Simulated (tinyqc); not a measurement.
Worked calculation: surface segregation during layer-by-layer epitaxy: two-layer exchange kinetics and the shape of quantum wells and delta layers. Computed by tinyqc, a small Python program that keeps every step. Command: `OMP_NUM_THREADS=1 python tinyqc.py 3015325 3015326 out.jsonl mbeseg walk`. One thread of a shared host (Intel(R) Xeon(R) Processor @ 2.30GHz), about 0.02 s of CPU time with the checks. Intermediate numbers are printed to about 7 digits and carried at full precision; extremes and crossings named in words are read from the listed rows.

Atoms A and B exchange only between the growing layer and the one below it. B is supplied for N layers, then pure A follows.

Inputs (values chosen for the exercise, close to those used for germanium in silicon):
```
quantity                                   value      unit
barrier E1 for B to move up                 1.64        eV
segregation energy E_s                      0.24        eV
attempt frequency nu                           1       THz
growth rate G                               0.24  layers/s
share x0 of B in the flux during the well   0.34         -
layers in the well N                           2         -
layer thickness                             1.36  angstrom
temperature T                                460         C
```

Constants: k_B = 8.617333262e-05 eV/K.

## Exchange rates

p1 = nu exp(-E1/(k_B T)) (B up, A down), p2 = nu exp(-(E1 + E_s)/(k_B T)) (B down); time per layer tau = 1/G; K = p1/p2. Temperatures in kelvin are T(C) + 273.15. Dilute equilibrium share passed up per layer R_eq = K/(1 + K).

p1 = 5.326046 1/s

p2 = 0.1192918 1/s

p1 tau = 22.19186

K = 44.64722

R_eq = 0.9780929

Exchange is fast against growth: the two layers are near equilibrium.

## The second layer

Each layer is deposited complete with B share x_dep and then exchanges for the time tau = 1/G with the layer below, whose share is b (total c = s + b fixed): ds/dt = p1 b (1 - s) - p2 s (1 - b), s(0) = x_dep. With the roots s1 < s2 of the right side, (s - s1)/(s - s2) = [(s(0) - s1)/(s(0) - s2)] exp(-(p1 - p2)(s2 - s1) tau). The lower layer is then buried with c - s, and s becomes the b of the next layer. Layer 1 is deposited on pure A with share x0; with nothing to lift from below, take b = 0 and s(0) = x0 for it. Then layer 2 has x_dep = x0.

share in layer 1 after its exchange = 0.3291310

root s1 for layer 2 = 0.6320780

root s2 for layer 2 = 1.082875

share in layer 2 after its exchange = 0.6320680

share buried in layer 1 = 0.03706299

## Buried profile

In the dilute tail each layer passes up the share R = R_eq (1 - exp(-(p1 + p2) tau)); decay length = -layer thickness/ln R. Index 0 is the last layer of pure A below the well. Share of B outside the intended layers 1..N = 1 - (sum over 1..N)/(N x0).

Share of B:
```
layer  intended      buried
0          0.00  0.01086902
1          0.34  0.03706299
2          0.34  0.03246235
3          0.00  0.02891803
4          0.00  0.02608921
5          0.00  0.02376849
6          0.00  0.02182342
7          0.00  0.02016503
8          0.00  0.01873113
12         0.00  0.01449544
17         0.00  0.01113676
27         0.00  0.00727588
```

share passed up R = 0.9780929

decay length = 61.39771 angstrom

peak share (largest buried share) = 0.03706299

share of B outside the well = 0.8977569

The peak reaches 11 % of x0. B is missing at the lower interface and trails into the cap. Caution: the floating layer fills towards saturation, so the dilute decay length holds only far out in the tail. Caution: two-layer exchange with complete layers is a simplification that can understate segregation at low temperature; desorption, step-edge exchange and surfactants are left out.

## Kinetic against equilibrium segregation over temperature

R_eq = K/(1 + K).

Segregation:
```
T (C)        p1 tau       R_eq          R  decay length (angstrom)  peak share
340    1.379847e-01  0.9894629  0.1287955                  0.66357   0.3221681
380    9.233492e-01  0.9861303  0.5995063                  2.65807   0.2190757
420    4.961602e+00  0.9823292  0.9760385                 56.07490   0.0542318
460    2.219186e+01  0.9780929  0.9780929                 61.39771   0.0370630
500    8.500588e+01  0.9734614  0.9734614                 50.56297   0.0432321
540    2.853132e+02  0.9684785  0.9684785                 42.46151   0.0494511
580    8.548377e+02  0.9631897  0.9631897                 36.26191   0.0556332
620    2.321451e+03  0.9576402  0.9576402                 31.42099   0.0617191
```

The decay length peaks at 460 C among these rows: below, exchange is too slow; above, equilibrium rules and K = exp(E_s/(k_B T)) falls. p1 tau passes 1 between 380 and 420 C, below which sharp interfaces can be grown. Caution: decay lengths below one layer thickness are only formal.

Checks made by the program: closed form against integration of the exchange equation (relative difference below 1e-10); conservation of B (relative difference below 1e-10).
